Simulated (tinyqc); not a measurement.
# Worked calculation: reverse leakage of an n+-p junction: diffusion, generation, trap-assisted and band-to-band tunnelling

tinyqc, about 0.01 s, one thread, Intel Xeon 2.30GHz (shared host): `OMP_NUM_THREADS=1 python tinyqc.py 2290038 2290039 out.jsonl` Printed values are rounded; ~0 in a residual or rate marks an entry under 1e-11 of the largest of its column.

One-sided abrupt junction in the depletion approximation, x from the junction (0) to W on the p side, field F = F0 (1 - x/W). Flat quasi-Fermi levels, long p side. Traps generate through SRH with both lifetimes shortened by 1 + Gamma (Hurkx enhancement, form for moderate fields); band-to-band generation is local and needs a total bending above Eg.

Inputs (values chosen for the exercise); band and dielectric values close to those of silicon:

| symbol | value | unit | meaning |
|---|---|---|---|
| T | 350 | K | temperature |
| Eg | 1.12 | eV | band gap |
| eps_r | 11.8 |  | relative permittivity |
| Nc | 3.5e19 | cm^-3 | conduction-band density of states at T |
| Nv | 3.34e19 | cm^-3 | valence-band density of states at T |
| Na | 1.9e17 | cm^-3 | acceptor density of the lighter side |
| Nd | 1e19 | cm^-3 | donor density of the heavier side |
| tau | 3e-6 | s | SRH lifetime of both carriers at zero field |
| Et | 0 | eV | trap level above the intrinsic level |
| mt | 0.25 | m0 | tunnelling mass |
| Dn | 13 | cm^2/s | electron diffusion coefficient on the lighter side |
| Ab | 2.4e14 | cm^-0.5 V^-2.5 s^-1 | band-to-band prefactor |
| Bb | 1.95e7 | V/cm | band-to-band field constant |
| VR | 2.2 | V | reverse bias |

Constants: q = 1.602176634e-19 C, kB = 1.380649e-23 J/K, hbar = 1.054571817e-34 J s, m0 = 9.1093837015e-31 kg, Vt = kB T/q, eps0 = 8.8541878128e-14 F/cm where lengths are in cm. Results are converted to the units shown.

## Field, scales and diffusion current

ni = sqrt(Nc Nv) exp(-Eg/(2 Vt)), Eg in volts; Vbi = Vt ln(Na Nd/ni^2); W = sqrt(2 eps0 eps_r (Vbi + VR)/(q Na)); F0 = 2 (Vbi + VR)/W; FG = sqrt(24 mt m0 (kB T)^3)/(q hbar); J_diff = q ni^2 sqrt(Dn/tau)(1 - exp(-VR/Vt))/Na.

ni = 2.95299e11 cm^-3
Vbi = 0.926307 V
W = 146.492 nm
F0 = 426.823 kV/cm
FG = 464.794 kV/cm
J_diff = 1.53071e-10 A/cm^2

## Generation rates across the layer

u = (Vbi + VR)(1 - x/W)^2, p = Na exp(-u/Vt), n = Nd exp((u - Vbi - VR)/Vt); G0 = ni^2 (1 - exp(-VR/Vt))/(tau (n + p + 2 ni cosh(Et/Vt))); Gamma = 2 sqrt(3 pi)(F/FG) exp((F/FG)^2); trap-assisted part G0 Gamma; G_bb = Ab F^2.5 exp(-Bb/F) with F in V/cm, zero unless Vbi + VR > Eg. 14 equal steps.

```
point   x (nm)  F (kV/cm)     Gamma  G0 (cm^-3 s^-1)  G0 Gamma (cm^-3 s^-1)  G_bb (cm^-3 s^-1)
0        0.000    426.823   13.1035        2.90672e9             3.80881e10          4.11592e8
1       10.464    396.335   10.8330       4.22406e15             4.57595e16          1.01800e7
2       20.927    365.848   8.97997       4.92156e16             4.41955e17          1.38104e5
3       31.391    335.361   7.45607       4.92165e16             3.66962e17            873.670
4       41.855    304.873   6.19267       4.92165e16             3.04782e17            2.05400
5       52.319    274.386   5.13592       4.92165e16             2.52772e17                 ~0
6       62.782    243.899   4.24327       4.92165e16             2.08839e17                 ~0
7       73.246    213.411   3.48081       4.92164e16             1.71313e17                 ~0
8       83.710    182.924   2.82126       4.91313e16             1.38612e17                 ~0
9       94.173    152.437   2.24237       3.10946e16             6.97258e16                 ~0
10     104.637    121.949   1.72576       7.13107e14             1.23065e15                 ~0
11     115.101     91.462   1.25592       1.78481e13             2.24158e13                 ~0
12     125.565     60.975  0.819461       1.26867e12             1.03963e12                 ~0
13     136.028     30.487  0.404476       2.59612e11             1.05007e11                 ~0
14     146.492      0.000         0       1.52985e11                      0                  0
```

## Current components

Each current is q times the trapezoid sum of its rate; J adds J_diff; J_bb under 1e-8 of the sum is given as 0.

J_SRH = 6.37865e-8 A/cm^2
J_TAT = 3.35626e-7 A/cm^2
J_bb = 0 A/cm^2
J = 3.99565e-7 A/cm^2

A fine grid gives J = 4.214e-7 A/cm^2; the coarse sum is 5.2 % below it. On the fine grid the largest part is trap-assisted tunnelling (84.4 %). The simple estimate q ni W/(2 tau cosh(Et/Vt)) is 76 % above the fine-grid J_SRH of 6.553e-8 A/cm^2, since near both edges n or p is large enough to quench generation.
